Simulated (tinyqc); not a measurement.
Threshold-voltage variability of a planar MOSFET, analytic estimates: one step of the calculation.

Three independent sources add in quadrature: random dopants in the depleted layer, metal-gate grains of two orientations, and roughness of the two gate edges acting through the roll-off VT = VT(long) - Vr exp(-L/l). These are first-order estimates: no three-dimensional electrostatics, no percolation.

Question. Random dopants. ni = sqrt(Nc Nv) exp(-Eg/(2 Vt)), Eg in volts; Cox = 3.9 eps0/ti; Wd = sqrt(4 eps0 eps_r Vt ln(Na/ni)/(q Na)); dopants: s1 = (q/Cox) sqrt(Na Wd/(3 L W)). The slope A1 = s1 sqrt(L W); mean number of dopants Na L W Wd.

Values chosen for this exercise; material values close to those of germanium:
- T = 273 K (temperature)
- Eg = 0.656 eV (band gap)
- eps_r = 15.9 (relative permittivity of the semiconductor)
- Nc = 9.03e18 cm^-3 (conduction-band density of states at T)
- Nv = 5.29e18 cm^-3 (valence-band density of states at T)
- Na = 2.4e18 cm^-3 (channel doping)
- ti = 2.2 nm (oxide-equivalent thickness in inversion)
- L = 45 nm (gate length)
- W = 130 nm (gate width)

Constants: q = 1.602176634e-19 C, kB = 1.380649e-23 J/K, Vt = kB T/q, eps0 = 8.8541878128e-14 F/cm where lengths are in cm. Results are converted to the units shown.

Wanted: Cox; Wd; mean number of dopants; A1; s1.

Answer.

Cox = 1.5696 uF/cm^2
Wd = 21.069 nm
mean number of dopants = 295.81
A1 = 1.3252 mV um
s1 = 17.326 mV

Counting alone, 1/sqrt(N) of the depletion voltage q Na Wd/Cox = 516 mV, would give sqrt(3) times more: dopants deep in the layer act less on the surface.

Computed by the program tinyqc: `OMP_NUM_THREADS=1 python tinyqc.py 2090154 2090155 out.jsonl`, one thread of a shared Intel Xeon 2.30GHz, about 0.01 s for the whole run.
